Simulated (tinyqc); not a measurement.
Worked calculation: plane-wave Kohn-Sham cycle with exchange-only LDA in a layered model solid. One step of it, computed by the program tinyqc.

Task: Iteration 2: levels at that k. Diagonalise the Hermitian matrix.

H (hartree), lower triangle:
```
           -3         -2         -1         +0         +1         +2        +3
-3   2.369242
-2  -0.237883   0.936581
-1  -0.000239  -0.237883   0.076984
+0  -0.000209  -0.000239  -0.237883  -0.209549
+1  -0.000038  -0.000209  -0.000239  -0.237883   0.076984
+2  -0.000001  -0.000038  -0.000209  -0.000239  -0.237883   0.936581
+3   0.000001  -0.000001  -0.000038  -0.000209  -0.000239  -0.237883  2.369242
```

Give: eigenvalues.

Result:

eigenvalues (hartree): -0.4452  0.0143  0.2424  0.9604  0.9675  2.4083  2.4083
